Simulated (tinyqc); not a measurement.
# Frequency dispersion of an accumulation capacitance by border traps, distributed model: two studies

Traps spread evenly through the insulator exchange electrons with the semiconductor by tunnelling, with tau(x) = t0 exp(2 ka x) at depth x from the interface. The admittance per area Y seen at depth x obeys dY/dx = -Y^2/(i w eps0 eox) + q Nb ln(1 + i w tau)/tau, with Y(0) = i w Cs and w = 2 pi f; the gate sees Y(tox) = G + i w C. Working variable y = Y/(i w), in uF/cm^2. Cox = eps0 eox/tox.

Parameters, values chosen for the exercise; permittivity close to that of hafnium oxide: relative permittivity of the insulator eox = 19.1; insulator thickness tox = 6.7 nm; semiconductor capacitance in accumulation Cs = 1.4 uF/cm^2; density of border traps Nb = 3.5e19 cm^-3 eV^-1; decay constant of the wave function in the insulator ka = 6.3 1/nm; time constant of a trap at the interface t0 = 2e-10 s; frequency f = 10000 Hz.

Constants: q = 1.602176634e-19 C, eps0 = 8.8541878128e-14 F/cm where lengths are in cm. Results are converted to the units shown.

Each table varies one quantity; the others keep the values above.

## Capacitance and loss against frequency

Cox; trap-free value 1/(1/Cox + 1/Cs); response depth d = ln(1/(w t0))/(2 ka), where w tau = 1; lumped estimate: all traps within d act as C_bt = q Nb d placed at d/2, so C = 1/{1/[1/(1/Cs + d/(2 eps0 eox)) + C_bt] + (tox - d/2)/(eps0 eox)}. C and G from a fine integration; dispersion -d C/d log10 f over C, from f times and over 1.1. For a broad spread of time constants G/w is close to -(pi/2) dC/d ln w.

The same in every row: trap-free C (uF/cm^2) = 0.9005.

Capacitance and loss against frequency:
```
f (Hz)  d (nm)  C (uF/cm^2)  G/w (uF/cm^2)  dispersion (% a decade)  -(pi/2) dC/d ln w (uF/cm^2)  lumped C (uF/cm^2)
10       1.444        1.237        0.02702                    3.202                      0.02701               1.215
100      1.261        1.197        0.02695                    3.299                      0.02694               1.177
1000     1.078        1.158        0.02695                    3.411                      0.02694               1.138
10000   0.8956        1.118        0.02703                    3.542                      0.02702               1.099
1e5     0.7128        1.078        0.02718                    3.693                      0.02717               1.060
1e6     0.5301        1.038        0.02741                    3.869                      0.02741               1.020
1e7     0.3474       0.9980        0.02765                    4.075                      0.02774              0.9796
```

C falls from 1.237 to 0.9980 uF/cm^2, towards the trap-free 0.9005; each decade of frequency removes ln 10/(2 ka) = 0.183 nm from the response depth. The dispersion rises from 3.20 to 4.07 % a decade and G/w goes from 0.02702 through a minimum of 0.02695 (at f = 100 and 1000 Hz among the rows listed) to 0.02765 uF/cm^2. G/w lies between 0.997 and 1.00 times -(pi/2) dC/d ln w, the relation for a broad spread of time constants.

## Effect of the semiconductor capacitance in accumulation

Same model as above.

The same in every row: d (nm) = 0.8956.

Results:
columns A: Cs (uF/cm^2); B: C (uF/cm^2); C: G/w (uF/cm^2); D: dispersion (% a decade); E: -(pi/2) dC/d ln w (uF/cm^2); F: lumped C (uF/cm^2); G: trap-free C (uF/cm^2)
```
A          B         C       D         E       F       G
0.2   0.5881   0.04489   11.18   0.04484  0.5568  0.1853
0.75  0.8732   0.03472   5.824   0.03469  0.8491  0.5782
1.4    1.118   0.02703   3.542   0.02702   1.099  0.9005
2.8    1.459   0.01793   1.801   0.01793   1.446   1.327
5.4    1.790   0.01087  0.8901   0.01087   1.782   1.720
10     2.051  0.006551  0.4677  0.006545   2.047   2.015
20     2.259  0.003901  0.2525  0.003891   2.256   2.241
```

Estimate the missing row, Cs = 0.39 uF/cm^2.

Computed row:
columns A: Cs (uF/cm^2); B: C (uF/cm^2); C: G/w (uF/cm^2); D: dispersion (% a decade); E: -(pi/2) dC/d ln w (uF/cm^2); F: lumped C (uF/cm^2); G: trap-free C (uF/cm^2)
```
A          B        C      D        E       F       G
0.39  0.6971  0.04085  8.582  0.04081  0.6687  0.3378
```

With this row back in the table: As Cs goes from 0.2 to 20, C rises from 0.588 to 2.26 uF/cm^2, the dispersion falls from 11.2 to 0.253 % a decade and G/w falls from 0.0449 to 0.00390 uF/cm^2. The lumped estimate is 5.3 % below C in the first row and 0.14 % below it in the last. The same traps disperse C more when Cs is small, since they then add to the weaker series term.

Computed by the program tinyqc: `OMP_NUM_THREADS=1 python tinyqc.py 2202025 2202026 out.jsonl`, one thread of a shared Intel Xeon 2.30GHz, about 0.5 s for the whole run.
